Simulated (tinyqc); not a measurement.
Tersoff bond-order potential: one step, computed by the program tinyqc. Command: `OMP_NUM_THREADS=1 python tinyqc.py 3010665 3010666 out.jsonl tersoff walk`. One thread of a shared host (Intel(R) Xeon(R) Processor @ 2.30GHz), about 0.01 s of CPU time with the checks.

E = (1/2) sum_(i, j != i) [A exp(-lambda r_ij) - b_ij B exp(-mu r_ij)], b_ij = (1 + (beta zeta_ij)^n)^(-1/(2n)), zeta_ij = sum_(k != i, j) g(theta_ijk), g = 1 + c^2/d^2 - c^2/(d^2 + (h - cos theta)^2), with theta at atom i. Only nearest neighbours count (cut-off function 1 for them, 0 beyond).

Problem. Unrelaxed vacancy. Each of the four neighbours loses one bond; its three other bonds now have zeta = 2 g, for the direction that starts at it. E_v = -E + 12 x (1/2)(b(3g) - b(2g)) B exp(-mu r), where -E is the pair-like cost.

Inputs (values chosen for the exercise, modelled on silicon):
```
quantity     value        unit
B            465.4          eV
mu          1.7322  1/angstrom
beta      1.05e-06           -
n           0.7898           -
```

zeta = 35659.98

energy per atom of the diamond lattice = -4.309804 eV

bond order b = 0.9554240

bond length = 2.384586 angstrom

Give: b(2g); unrelaxed vacancy energy E_v.

Solution.

b(2g) = 0.96712

unrelaxed vacancy energy E_v = 3.7846 eV

Stronger back bonds return 0.525 eV, so E_v is 88 % of the cohesive energy.
